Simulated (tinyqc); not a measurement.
Exchange-only LDA atom on a uniform radial grid, spin-unpolarised, for C(2+), step by step. Computed by tinyqc, a small Python program that keeps every step. Settings: Z = 6, points = 64, R = 6.8, functional = Slater exchange alone, mixing = 0.4, iteration cap = 57. Command: `OMP_NUM_THREADS=1 python tinyqc.py 25638 25639 out.jsonl` (the two numbers bound the seeds that draw the settings). One thread of a shared host (Intel(R) Xeon(R) Processor @ 2.60GHz), about 0.05 s of CPU time with the checks. Later iterations appear only in the table of the cycle.

## Iteration 1

Spherical atom on a uniform radial grid r_j = j h with h = R/(N + 1), h sum u^2 = 1 and integrals as h times sums, u(0) = u(R) = 0 (atomic units):
```
parameter           value
Z                       6
points N               64
R                6.800000
h                0.104615
mixing           0.400000
electrons in 1s         2
electrons in 2s         2
```

Three-point differences turn -u''/2 + [l(l+1)/2r^2 - Z/r + V] u = e u into a tridiagonal matrix (diagonal 1/h^2 + potential, off-diagonal -1/2h^2). D = sum f u^2; the Hartree potential y/r solves y'' = -D/r with y(0) = 0, y(R) = N_e; v_xc comes from rho = D/(4 pi r^2); E = sum f e - int D V + int D (V_H/2 + eps_xc); V(new) = V + mixing (V_H + v_xc - V).

eigenvalues (hartree): 1s -16.508636, 2s -4.394331

Every 4th grid point:
```
r             V in     u(1s)      u(2s)         D       V_H       v_xc
0.418462  0.000000  1.058519  -0.255928  2.371923  6.900549  -1.009680
0.836923  0.000000  0.197961  -1.049744  2.282302  4.335075  -0.627944
1.255385  0.000000  0.027767  -0.850461  1.448111  3.117556  -0.411784
1.673846  0.000000  0.003462  -0.481804  0.464294  2.380322  -0.232653
2.092308  0.000000  0.000405  -0.230349  0.106122  1.910591  -0.122585
2.510769  0.000000  0.000045  -0.099630  0.019852  1.592999  -0.062085
2.929231  0.000000  4.95e-06  -0.040324  0.003252  1.365531  -0.030653
3.347692  0.000000  5.29e-07  -0.015567  0.000485  1.194851  -0.014868
3.766154  0.000000  5.57e-08  -0.005801  0.000067  1.062091  -0.007117
4.184615  0.000000  5.79e-09  -0.002103  0.000009  0.955882  -0.003373
4.603077  0.000000  5.95e-10  -0.000746  1.11e-06  0.868984  -0.001586
5.021538  0.000000  6.07e-11  -0.000260  1.35e-07  0.796569  -0.000741
5.440000  0.000000         0  -0.000089  1.58e-08  0.735294  -0.000344
5.858462  0.000000         0  -0.000030  1.79e-09  0.682773  -0.000158
6.276923  0.000000         0  -0.000009  1.79e-10  0.637255  -0.000070
6.695385  0.000000         0  -1.42e-06         0  0.597426  -0.000019
```

total energy = -31.93938814 hartree

## Iteration 2

As before.

eigenvalues (hartree): 1s -13.489337, 2s -3.000505

Every 4th grid point:
```
r             V in     u(1s)      u(2s)         D       V_H       v_xc
0.418462  2.356348  1.092052  -0.150569  2.430499  6.649643  -1.017924
0.836923  1.482852  0.234246  -0.944488  1.893857  4.196199  -0.590082
1.255385  1.082309  0.038695  -0.898171  1.616416  3.068682  -0.427157
1.673846  0.859068  0.005756  -0.598450  0.716352  2.367933  -0.268835
2.092308  0.715202  0.000809  -0.338509  0.229178  1.907987  -0.158451
2.510769  0.612366  0.000110  -0.174177  0.060675  1.592512  -0.090099
2.929231  0.533951  0.000015  -0.084270  0.014203  1.365446  -0.050105
3.347692  0.471993  1.89e-06  -0.039048  0.003050  1.194837  -0.027447
3.766154  0.421990  2.43e-07  -0.017524  0.000614  1.062089  -0.014874
4.184615  0.381004  3.10e-08  -0.007673  0.000118  0.955882  -0.007994
4.603077  0.346959  3.91e-09  -0.003294  0.000022  0.868984  -0.004269
5.021538  0.318331  4.90e-10  -0.001391  3.87e-06  0.796569  -0.002268
5.440000  0.293980  6.11e-11  -0.000578  6.69e-07  0.735294  -0.001198
5.858462  0.273046         0  -0.000235  1.10e-07  0.682773  -0.000625
6.276923  0.254874         0  -0.000087  1.53e-08  0.637255  -0.000309
6.695385  0.238963         0  -0.000014  4.14e-10  0.597426  -0.000089
```

total energy = -32.57020290 hartree

## Iteration 3

As before.

eigenvalues (hartree): 1s -11.848851, 2s -2.262677

Every 4th grid point:
```
r             V in     u(1s)      u(2s)         D       V_H       v_xc
0.418462  3.666496  1.109126  -0.096684  2.479018  6.489281  -1.024653
0.836923  2.332158  0.256635  -0.864131  1.625169  4.097579  -0.560742
1.255385  1.705995  0.046502  -0.903246  1.636030  3.025929  -0.428877
1.673846  1.355080  0.007653  -0.662516  0.877972  2.354168  -0.287698
2.092308  1.128936  0.001197  -0.414284  0.343266  1.904269  -0.181293
2.510769  0.968385  0.000181  -0.236539  0.111902  1.591612  -0.110491
2.929231  0.846507  0.000027  -0.127397  0.032460  1.365244  -0.065998
3.347692  0.750152  3.93e-06  -0.065896  0.008685  1.194794  -0.038905
3.766154  0.672080  5.67e-07  -0.033091  0.002190  1.062080  -0.022723
4.184615  0.607757  8.12e-08  -0.016245  0.000528  0.955880  -0.013182
4.603077  0.554061  1.15e-08  -0.007832  0.000123  0.868984  -0.007606
5.021538  0.508719  1.63e-09  -0.003719  0.000028  0.796569  -0.004368
5.440000  0.470027  2.29e-10  -0.001737  0.000006  0.735294  -0.002493
5.858462  0.436687  3.22e-11  -0.000788  1.24e-06  0.682773  -0.001401
6.276923  0.407703         0  -0.000321  2.06e-07  0.637255  -0.000735
6.695385  0.382313         0  -0.000055  6.15e-09  0.597426  -0.000218
```

total energy = -32.78933413 hartree

## Convergence

Stop when input and output potentials agree to 1e-7.

Course of the cycle (hartree):
```
iteration             E       e(1s)      e(2s)  largest |V(out) - V(in)|
1          -31.93938814  -16.508636  -4.394331                  9.65e+00
2          -32.57020290  -13.489337  -3.000505                  5.22e+00
3          -32.78933413  -11.848851  -2.262677                  2.79e+00
4          -32.86076105  -10.962713  -1.865102                  1.48e+00
5          -32.88292338  -10.486523  -1.647903                  7.78e-01
6          -32.88956571  -10.231604  -1.528071                  4.08e-01
7          -32.89151328  -10.095453  -1.461493                  2.13e-01
8          -32.89207731  -10.022815  -1.424310                  1.11e-01
9          -32.89223973   -9.984069  -1.403455                  5.78e-02
10         -32.89228644   -9.963392  -1.391715                  3.05e-02
11         -32.89229990   -9.952347  -1.385085                  1.64e-02
...                 ...         ...        ...                       ...
23         -32.89230539   -9.939610  -1.376353                  1.53e-05
24         -32.89230539   -9.939606  -1.376348                  8.92e-06
25         -32.89230539   -9.939604  -1.376345                  5.19e-06
26         -32.89230539   -9.939603  -1.376344                  3.03e-06
27         -32.89230539   -9.939602  -1.376343                  1.77e-06
28         -32.89230539   -9.939602  -1.376342                  1.03e-06
29         -32.89230539   -9.939602  -1.376342                  6.04e-07
30         -32.89230539   -9.939602  -1.376342                  3.53e-07
31         -32.89230539   -9.939602  -1.376341                  2.07e-07
32         -32.89230539   -9.939602  -1.376341                  1.22e-07
33         -32.89230539   -9.939601  -1.376341                  7.14e-08
```

Converged in 33 iterations. A uniform grid resolves the cusp poorly: for a bare nucleus this grid gives 1s at -16.50864 against -Z^2/2 = -18 hartree. Before convergence this energy mixes input and output and is not variational, so it may rise towards its limit.
